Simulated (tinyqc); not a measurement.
## Disorder broadening of a one-dimensional band in the self-consistent Born approximation: effect of the mixing

The local Green function is G = g0(z - Sigma) with z = E + i eta and g0(z) = 1/(sqrt(z - 2t) sqrt(z + 2t)), principal roots; the self-energy is Sigma = D G. The density of states is -Im G/pi.

G = g0(z - Sigma), Sigma(out) = D G, Sigma(new) = Sigma + mix (Sigma(out) - Sigma). Iterations from Sigma = 0 until |Sigma(out) - Sigma| < 1e-10 eV, at most 500. The factor is |1 - mix + mix L|, L = d Sigma(out)/d Sigma at the solution.

Values chosen for this exercise:
```
symbol,value,unit,meaning
t,1,eV,hopping
D,0.14,eV^2,variance of the random site energy
eta,0.01,eV,bare broadening
E,1.905,eV,energy from the band centre
```

Results:
```
mix,iterations,factor
0.1,152,0.86791
0.2,71,0.73606
0.5,22,0.34455
0.7,12,0.11336
0.85,14,0.16107
1,22,0.34397
```

Estimate the missing row, mix = 0.3.

Computed row:
```
mix,iterations,factor
0.3,44,0.60458
```

With this row back in the table: L = -0.322+0.122i. The fewest iterations, 12, come at mix = 0.7; the smallest factor, 0.113, is at mix = 0.7. As a function of mix the factor has its minimum at Re(1 - L)/|1 - L|^2 = 0.750, below 1, so damping helps.

Range of the model: The self-consistent Born approximation misses band tails from rare fluctuations and localisation.

Computed by the program tinyqc: `OMP_NUM_THREADS=1 python tinyqc.py 2720037 2720038 out.jsonl`, one thread of a shared Intel Xeon 2.30GHz, about 0.01 s for the whole run.
